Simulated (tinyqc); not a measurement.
# Hot electrons in a saturated n-channel MOSFET, lucky-electron model: effects of single changes

Beyond pinch-off the lateral field grows as Esat cosh(y/l) over the velocity-saturated region (pseudo-two-dimensional model). Impact ionisation in this region gives the substrate current, which biases the body forward through Rsub. Currents are per width. Local-field laws: they overstate ionisation when the field peak is narrower than an energy relaxation length.

Values chosen for this exercise; values close to those of silicon n-channel devices:
```
symbol,value,unit,meaning
L,0.5,um,channel length
tox,12,nm,oxide thickness
xj,160,nm,junction depth
VT,0.52,V,threshold
mu,370,cm^2/(V s),effective mobility
vs,8.7e6,cm/s,saturation velocity
Ai,2e6,1/cm,ionisation prefactor
Bi,1.78,MV/cm,ionisation field
Rd,200,ohm um,resistance of the lightly doped drain
Rsub,20000,ohm um,substrate resistance
kb,0.5,,fall of VT per volt of forward body bias
m,2.8,,lifetime exponent
Hl,11000,s uA/um,lifetime constant
Vd,3.7,V,drain voltage
Vg,2.1,V,gate voltage
```

Constants: eps0 = 8.8541878128e-14 F/cm where lengths are in cm. Results are converted to the units shown.

Each table varies one quantity; the others keep the values above.

## Effect of the gate voltage

Cox = 3.9 eps0/tox, l = sqrt(3 tox xj), Esat = 2 vs/mu. Overdrive g = Vg - VT + kb Vb; Vdsat = g Esat L/(g + Esat L); Id = Cox vs (g - Vdsat); dV = Vd - Id Rd - Vdsat; Em = sqrt((dV/l)^2 + Esat^2); Isub = Id (Ai/Bi) l Em exp(-Bi/Em). Vb = Rsub Isub is solved self-consistently. Lifetime tau = (Hl/Id)(Isub/Id)^(-m); 1 year = 3.15576e7 s.

Effect of the gate voltage:
```
Vg (V),Id (uA/um),Em (MV/cm),Isub (uA/um),Isub/Id,tau (years)
0.67,2.314,0.4710,0.2123,0.09173,0.1210
1.05,25.69,0.4311,1.521,0.05918,0.03718
1.43,66.81,0.4003,2.671,0.03998,0.04288
1.81,119.3,0.3757,3.351,0.02808,0.06458
2.19,179.7,0.3556,3.651,0.02032,0.1060
2.56,243.9,0.3391,3.701,0.01517,0.1770
2.94,314.1,0.3244,3.597,0.01145,0.3024
3.32,387.8,0.3115,3.401,0.008770,0.5169
3.7,464.2,0.3001,3.156,0.006799,0.8806
```

Read the table: what changes, and by how much?

As Vg goes from 0.67 to 3.7 V, Em falls from 0.471 to 0.300 MV/cm, Isub goes from 0.212 through a maximum of 3.70 (at Vg = 2.56 V among the rows listed) to 3.16 uA/um and tau goes from 0.121 through a minimum of 0.0372 (at Vg = 1.05 V among the rows listed) to 0.881 years. Id grows with Vg while the rising Vdsat lowers the field, hence the bell shape; the peak row has Vg/Vd = 0.69.

## Effect of the junction depth

Same model as above.

Effect of the junction depth:
```
xj (nm),Id (uA/um),Em (MV/cm),Isub (uA/um),Isub/Id,tau (years)
64,197.6,0.5514,23.28,0.1178,7.034e-4
87,180.9,0.4799,13.37,0.07390,0.002836
120,170.3,0.4129,6.972,0.04094,0.01574
160,164.8,0.3601,3.607,0.02189,0.09392
220,161.5,0.3089,1.569,0.009713,0.9323
290,160.1,0.2704,0.6873,0.004294,9.248
400,159.3,0.2317,0.2293,0.001439,198.4
```

What does the table show?

As xj goes from 64 to 400 nm, Em falls from 0.551 to 0.232 MV/cm, Isub falls from 23.3 to 0.229 uA/um and tau rises from 7.03e-4 to 198 years. From the first row to the last, log10(tau) changes by 5.5: 5.4 from (Isub/Id)^(-m), which holds Em and l, and 0.093 from 1/Id. At xj = 64 nm the body is biased forward by over 0.45 V, close to turning on the parasitic bipolar transistor. At xj = 64 nm Isub/Id passes 0.1, where multiplication of the secondary carriers, left out here, counts.

## Effect of the channel length

Same model as above.

Effect of the channel length:
```
L (um),Id (uA/um),Em (MV/cm),Isub (uA/um),Isub/Id,tau (years)
0.25,245.1,0.3930,8.861,0.03616,0.01549
0.35,204.6,0.3769,5.846,0.02857,0.03588
0.5,164.8,0.3601,3.607,0.02189,0.09392
0.71,130.0,0.3447,2.185,0.01681,0.2495
1,100.9,0.3314,1.326,0.01314,0.6401
1.4,77.27,0.3204,0.8155,0.01055,1.544
2,57.22,0.3109,0.4946,0.008643,3.648
```

As L goes from 0.25 to 2 um, Em falls from 0.393 to 0.311 MV/cm, Isub falls from 8.86 to 0.495 uA/um and tau rises from 0.0155 to 3.65 years. From the first row to the last, log10(tau) changes by 2.4: 1.7 from (Isub/Id)^(-m), which holds Em and l, and 0.63 from 1/Id. For L = 0.25 to 0.35 um the saturated region takes over 60 % of L, so using the full L in Vdsat is rough.

Computed by the program tinyqc: `OMP_NUM_THREADS=1 python tinyqc.py 2550152 2550153 out.jsonl`, one thread of a shared Intel Xeon 2.30GHz, about 0.01 s for the whole run.
